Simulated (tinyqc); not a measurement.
## Circular transfer-length structure: effect of the inner radius

A disc contact of radius r0 and a very wide ring contact from r1 = r0 + sp outwards lie on a thin layer; the metal has no resistance and the sheet resistance under the contacts equals Rsh.

Transfer length Lt = sqrt(rc/Rsh). R = (Rsh/2 pi) [(Lt/r0) I0(r0/Lt)/I1(r0/Lt) + ln(r1/r0) + (Lt/r1) K0(r1/Lt)/K1(r1/Lt)] with modified Bessel functions; for r0 >> Lt both ratios tend to 1.

Inputs (values chosen for the exercise): sheet resistance of the semiconductor layer Rsh = 1300 ohm/sq; specific contact resistivity rc = 1.4e-7 ohm cm^2; gap between the contacts sp = 2.7 um.

Results:
```
r0 (um),r0/Lt,inner contact (ohm),rc/(pi r0^2) (ohm),Rsh Lt/(2 pi r0) (ohm)
0.035,0.33727,3689.3,3637.8,613.46
0.068,0.65526,1014.6,963.74,315.75
0.13,1.2527,312.33,263.69,165.16
0.25,2.4091,113.80,71.301,85.885
0.48,4.6254,50.607,19.342,44.732
0.93,8.9617,24.497,5.1524,23.087
3.4,32.763,6.4137,0.38550,6.3151
```

Estimate the missing row, r0 = 1.8 um.

Computed row:
```
r0 (um),r0/Lt,inner contact (ohm),rc/(pi r0^2) (ohm),Rsh Lt/(2 pi r0) (ohm)
1.8,17.345,12.288,1.3754,11.928
```

With this row back in the table: The inner contact goes as r0^(-1.94) between the first two rows, where it is 1.4 % above rc over the area, and as r0^(-1.02) between the last two, where it is 1.6 % above the rim form: a small disc uses its whole area, a large one only a rim of width Lt.

Numbers from tinyqc (`OMP_NUM_THREADS=1 python tinyqc.py 2760116 2760117 out.jsonl`; about 0.01 s on one thread of a shared Intel Xeon 2.30GHz).
